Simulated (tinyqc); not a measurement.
# Junctionless gate-all-around wire, depletion approximation: what changes with what

A uniformly doped n-type wire of radius R under a surrounding gate; long channel. Below flat band a shell from radius rc to R is fully depleted and the neutral core, at channel potential V (0 at the source, Vd at the drain), carries the current with constant mobility; s = (rc/R)^2 is the share of the cross-section that conducts. The edge of the depleted shell is taken as abrupt, so there is no subthreshold current.

Values chosen for this exercise; material values close to those of silicon: relative permittivity of the semiconductor eps_r = 11.8; relative permittivity of the gate insulator eox = 3.9; insulator thickness tox = 2 nm; wire radius R = 10 nm; donor density Nd = 1.4e19 cm^-3; flat-band voltage Vfb = 0.76 V; effective mobility in the wire mu = 60 cm^2/(V s); gate length L = 0.05 um.

Constants: q = 1.602176634e-19 C, eps0 = 8.8541878128e-14 F/cm where lengths are in cm. Results are converted to the units shown.

Each table varies one quantity; the others keep the values above.

## Effect of the donor density on the threshold

Cox = eps0 eox/(R ln(1 + tox/R)); A = q Nd R^2/(4 eps0 eps_r); B = q Nd R/(2 Cox); VT = Vfb - A - B. The flat-band conductance is G0 = q mu Nd pi R^2/L.

The same in every row: Cox (uF/cm^2) = 1.8940.

Effect of the donor density on the threshold:
```
Nd (cm^-3)	A (V)	B (V)	VT (V)	G0 (uS)
1.8e18	0.069007	0.076134	0.61486	10.872
3e18	0.11501	0.12689	0.51810	18.120
5e18	0.19169	0.21148	0.35683	30.200
8.6e18	0.32970	0.36375	0.066550	51.945
1.5e19	0.57506	0.63445	-0.44951	90.601
2.5e19	0.95843	1.0574	-1.2558	151.00
4.2e19	1.6102	1.7765	-2.6266	253.68
```

As Nd goes from 1.8e18 to 4.2e19 cm^-3, VT falls from 0.615 to -2.63 V and G0 rises from 10.9 to 254 uS. A + B goes on average as Nd^(1.00). The device is normally off (VT > 0) in 4 of the 7 rows. More conductance costs threshold voltage: the same dopants that conduct must be depleted. For Nd = 2.5e19 to 4.2e19 cm^-3 the surface field at full depletion passes 1.5 MV/cm, where tunnelling or breakdown may set in.

## Effect of the insulator thickness on the threshold

Same model as above.

The same in every row: A (V) = 0.5367; G0 (uS) = 84.56.

Effect of the insulator thickness on the threshold:
```
tox (nm)	Cox (uF/cm^2)	B (V)	VT (V)
0.67	5.325	0.2106	0.01265
0.96	3.767	0.2977	-0.07444
1.4	2.635	0.4256	-0.2023
2	1.894	0.5922	-0.3689
2.9	1.356	0.8270	-0.6038
4.2	0.9848	1.139	-0.9156
6	0.7347	1.526	-1.303
```

Read the table: what changes, and by how much?

As tox goes from 0.67 to 6 nm, VT falls from 0.0127 to -1.30 V and G0 stays at 84.6 uS. A + B goes on average as tox^(0.46). The device is normally off (VT > 0) in 1 of the 7 rows.

Computed by the program tinyqc: `OMP_NUM_THREADS=1 python tinyqc.py 2460144 2460145 out.jsonl`, one thread of a shared Intel Xeon 2.30GHz, about 0.01 s for the whole run.
